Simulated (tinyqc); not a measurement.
Inputs raised by 5 %, one at a time: defect equilibria of an oxide against oxygen pressure (mass action). Computed by tinyqc, a small Python program. Command: `OMP_NUM_THREADS=1 python tinyqc.py 3007801 3007802 out.jsonl brouwer sens`. One thread of a shared host (Intel(R) Xeon(R) Processor @ 2.30GHz), about 0.01 s of CPU time with the checks.

Defects: oxygen vacancies V (charge +2), electrons n, holes p, the ionic partner X = V_M'''' (charge -4), and the dopant. Activities are taken equal to concentrations.

Inputs (values chosen for the exercise, for a model oxide): reduction enthalpy H_r = 5.47 eV; prefactor K_r0 = 3.7e+68 cm^-9 atm^(1/2); gap E_g = 3.3 eV; prefactor N_c N_v = 6.4e+40 cm^-6; disorder enthalpy H_s = 3.72 eV; prefactor K_s0 = 1.2e+68 cm^-9; dopant density N_d = 1.8e+19 cm^-3; temperature T = 800 K; oxygen pressure P = 5e-18 atm; electron mobility mu_n = 0.019 cm^2/(V s); hole mobility mu_p = 0.018 cm^2/(V s); vacancy diffusion prefactor D_0 = 0.014 cm^2/s; vacancy migration energy E_m = 0.67 eV.

Ionic disorder: Schottky, oxide MO2. Dopant (singly charged, fully ionised): acceptor.

Constants: k_B = 8.617333262e-05 eV/K; e = 1.602176634e-19 C.

Method:
- K_r = K_r0 exp(-H_r/k_B T) = [V] n^2 P^(1/2); K_i = N_c N_v exp(-E_g/k_B T) = n p; K_s = K_s0 exp(-H_s/k_B T) = [X] [V]^2.
- Neutrality: 2 [V] + p = n + 4 [X] + N_d. With n as the unknown, [V] = K_r/(n^2 P^(1/2)), p = K_i/n, [X] = K_s/[V]^2; the log ratio is ln(positive/negative).
- The root is found by 60 bisections in ln n between n = 1e-10 and 1e25 cm^-3.
- sigma_n = e n mu_n, sigma_p = e p mu_p, sigma_ion = 2 e [V] mu_V with mu_V = 2 e D/(k_B T) and D = D_0 exp(-E_m/k_B T); only the oxygen vacancies carry ionic current, and the ionic transport number is sigma_ion over the total.

Runs:
```
input moved                           from         to  [V] (cm^-3)  [X] (cm^-3)  total conductivity (S/cm)  ionic transport number
base run                                 -          -    9.000e+18    5.442e+06                  7.045e-05                  1.0000
gap E_g (eV)                           3.3      3.465    9.000e+18    5.442e+06                  7.045e-05                  1.0000
disorder enthalpy H_s (eV)            3.72      3.906    9.000e+18    3.664e+05                  7.045e-05                  1.0000
dopant density N_d (cm^-3)         1.8e+19   1.89e+19    9.450e+18    4.936e+06                  7.397e-05                  1.0000
temperature T (K)                      800        840    9.000e+18    7.107e+07                  1.066e-04                  0.9998
oxygen pressure P (atm)              5e-18   5.25e-18    9.000e+18    5.442e+06                  7.045e-05                  1.0000
vacancy migration energy E_m (eV)     0.67     0.7035    9.000e+18    5.442e+06                  4.334e-05                  0.9999
prefactor K_r0 (cm^-9 atm^(1/2))   3.7e+68  3.885e+68    9.000e+18    5.442e+06                  7.045e-05                  1.0000
```

Exponents ln(y'/y) / ln(x'/x):
```
input                         [V]      [X]  total conductivity  ionic transport number
gap E_g                         0    0.000               0.000                   0.000
disorder enthalpy H_s           0  -55.299               0.000                   0.000
dopant density N_d              1   -2.000               1.000                   0.000
temperature T                   0   52.666               8.488                  -0.002
oxygen pressure P               0    0.000               0.000                   0.000
vacancy migration energy E_m    0    0.000              -9.959                   0.000
prefactor K_r0                  0    0.000               0.000                   0.000
```

Among the inputs moved here: [V] answers most in size to dopant density N_d (exponent +1.000); its exponent is below 0.0005 for gap E_g, disorder enthalpy H_s, temperature T, oxygen pressure P, vacancy migration energy E_m, prefactor K_r0. Its exponent +1.000 in dopant density N_d: acceptors are compensated by oxygen vacancies. [X] answers most in size to disorder enthalpy H_s (exponent -55.299), next to temperature T (+52.666); its exponent is below 0.0005 for gap E_g, oxygen pressure P, vacancy migration energy E_m, prefactor K_r0. Total conductivity answers most in size to vacancy migration energy E_m (exponent -9.959), next to temperature T (+8.488); its exponent is below 0.0005 for gap E_g, disorder enthalpy H_s, oxygen pressure P, prefactor K_r0. Ionic transport number hardly depends on these (all exponents below 0.005).
